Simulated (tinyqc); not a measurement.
# Capacitance measurement on a leaky thin oxide: effects of series resistance and leakage: readings against frequency

The device is a capacitance C in parallel with a leakage conductance G, in series with Rs and Ls. An impedance meter reports either a parallel pair (Cp, Gp) from Y = 1/Z = Gp + i w Cp or a series pair (Cs, Rm) from Z = Rm + 1/(i w Cs); w = 2 pi f, dissipation D = Gp/(w |Cp|).

EOT = 3.9 tox/eox; CET = EOT + zc + zp; C = 3.9 eps0 A/CET; G = Jg A/Vs. Z = Rs + i w Ls + 1/(G + i w C); CET read from Cp = 3.9 eps0 A/Cp; errors under 0.001 % are printed as 0.

Values chosen for this exercise; values of the order met in thin-oxide MOS capacitors:

| symbol | value | unit | meaning |
|---|---|---|---|
| eox | 7.64 |  | relative permittivity of the gate insulator (close to silicon nitride) |
| tox | 2.2 | nm | insulator thickness |
| A | 100 | um^2 | gate area |
| zc | 0.34 | nm | oxide-equivalent thickness added by the accumulation layer |
| zp | 0 | nm | oxide-equivalent thickness added by gate depletion |
| Jg | 0.01 | A/cm^2 | gate leakage current density, not matched to the thickness |
| Vs | 0.44 | V | voltage for an e-fold rise of the leakage |
| Rs | 19 | ohm | series resistance |
| Ls | 26 | nH | series inductance |

Constants: eps0 = 8.8541878128e-14 F/cm where lengths are in cm. Results are converted to the units shown.

The same in every row: C (pF) = 2.3603.

Readings against frequency:
```
f (Hz)  Cp (pF)  Cs (pF)          D  error of Cp (%)  error of Cs (%)  CET read from Cp (nm)
1000     2.3602   7.9037     1.5325                0              235                 1.4630
3000     2.3602   2.9762    0.51084                0             26.1                 1.4630
10000    2.3602   2.4157    0.15326                0             2.35                 1.4630
30000    2.3602   2.3664   0.051093                0            0.261                 1.4630
1e5      2.3602   2.3608   0.015353                0           0.0235                 1.4630
3e5      2.3602   2.3603  0.0051930                0          2.63e-3                 1.4630
1e6      2.3603   2.3603  0.0018143                0                0                 1.4630
3e6      2.3603   2.3603  0.0013562          2.02e-3          2.21e-3                 1.4630
1e7      2.3608   2.3608  0.0029717           0.0234           0.0242                 1.4627
3e7      2.3652   2.3654  0.0085227            0.211            0.219                 1.4600
```

D goes from 1.53 through a minimum of 0.00136 (at f = 3e6 Hz among the rows listed) to 0.00852; without inductance its minimum lies at f = sqrt(G (1 + G Rs)/Rs)/(2 pi C) = 2.33e6 Hz. The error of Cp goes from 0 to 0.211 % and that of Cs from 235 to 0.219 %; at low frequency Cp tends to C/(1 + G Rs)^2 and Cs grows as 1 + (G/(w C))^2. One of the two readings is within 2 % of C for f = 1000, 3000, 10000, 30000, 1e5, 3e5, 1e6, 3e6, 1e7, 3e7 Hz. For f = 1000 D exceeds 1, where the accuracy of real meters degrades in proportion to sqrt(1 + D^2).

tinyqc, about 0.01 s, one thread, Intel Xeon 2.30GHz (shared host): `OMP_NUM_THREADS=1 python tinyqc.py 2022143 2022144 out.jsonl`
